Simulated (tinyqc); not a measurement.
Bond-orbital model of a tetrahedral semiconductor (Harrison's universal couplings): one step. Bond and antibond. Three cases, with inputs chosen for the exercise.

Problem. The 2 x 2 problem [[ehc, -V2], [-V2, eha]] gives (ehc + eha)/2 -/+ sqrt(V2^2 + V3^2); ap = V3/sqrt(V2^2 + V3^2), ac = V2/sqrt(V2^2 + V3^2); the bond has weight (1 + ap)/2 on the anion.

Hybrid level eh = (es + 3 ep)/4; metallic energy V1 = (ep - es)/4 for each atom; covalent energy V2 = 3.22 hbar^2/(m d^2); polar energy V3 = (ehc - eha)/2; hbar^2/m = 2c, c = hbar^2/2m0. Polarity ap = V3/sqrt(V2^2 + V3^2), covalency ac = V2/sqrt(V2^2 + V3^2). p-p coupling at Gamma Exx = (4/3)(2.22 - 2 x 0.63) hbar^2/(m d^2) = 1.28 hbar^2/(m d^2), s-s coupling Ess = 4 x 1.32 hbar^2/(m d^2).

Case 1.

hybrid levels (eV): cation -7.240000, anion -16.792500

V2, V3 (eV): 6.386996  4.776250

Case 2.

hybrid levels (eV): cation -7.152500, anion -11.540000

V2, V3 (eV): 4.087678  2.193750

Case 3.

hybrid levels (eV): cation -9.267500, anion -9.267500

V2, V3 (eV): 4.121252  0.000000

Give: levels; ap; ac; weight on the anion.

Solution.

Case 1.

levels (eV): bond -19.9916, antibond -4.0409

ap = 0.5989
ac = 0.8008
weight on the anion = 0.7994

Case 2.

levels (eV): bond -13.9854, antibond -4.7071

ap = 0.4729
ac = 0.8811
weight on the anion = 0.7364

Case 3.

levels (eV): bond -13.3888, antibond -5.1462

ap = 0.0000
ac = 1.0000
weight on the anion = 0.5000

Computed by tinyqc, one run a case: `OMP_NUM_THREADS=1 python tinyqc.py N N+1 out.jsonl` with N = 1451936, 1451966, 1452387; one thread of a shared Intel(R) Xeon(R) Processor @ 2.30GHz, about 0.01 s a run at most.
